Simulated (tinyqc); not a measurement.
Ion implantation: universal nuclear stopping, Lindhard-Scharff electronic stopping and a Gaussian range profile: one step, computed by the program tinyqc.

An ion slows by elastic collisions with screened nuclei and by friction with electrons; channelling is ignored and the target is uniform.

Question. Range and straggle. Reduced energy eps = 32.53 M2 E/(Z1 Z2 (M1 + M2)(Z1^0.23 + Z2^0.23)), E in keV; s_n = ln(1 + 1.1383 eps)/(2 (eps + 0.01321 eps^0.21226 + 0.19593 eps^0.5)) for eps up to 30 and ln(eps)/(2 eps) above; S_n = 8.462 Z1 Z2 M1 s_n/((M1 + M2)(Z1^0.23 + Z2^0.23)) in 1e-15 eV cm^2. S_e = k 3.83 Z1^(7/6) Z2/(Z1^(2/3) + Z2^(2/3))^(3/2) sqrt(E/M1) in 1e-15 eV cm^2, E in keV. Path length R = int_0^E dE'/(N (S_n + S_e)); energy lost to nuclei nu = int_0^E S_n/(S_n + S_e) dE' (both with E' = E y^3 and 64 Gauss-Legendre points in y). Estimates of Lindhard type: R_p = R/(1 + M2/(3 M1)), straggle dR_p = (2/3) R_p sqrt(M1 M2)/(M1 + M2).

Inputs (values chosen for the exercise, modelled on carbon ions in aluminium):
```
quantity                               value    unit
ion atomic number Z1                       6       -
ion mass M1                               12       u
target atomic number Z2                   13       -
target mass M2                         26.98       u
target density N                        60.2  1/nm^3
ion energy E                             3.4     keV
scale factor of electronic stopping k      1       -
```

Give: path length R; projected range R_p; straggle dR_p; energy lost to nuclei nu.

Answer.

path length R = 25.882 nm

projected range R_p = 14.794 nm

straggle dR_p = 4.5527 nm

energy lost to nuclei nu = 2.6752 keV

79 % of the energy goes to nuclei over the whole path.
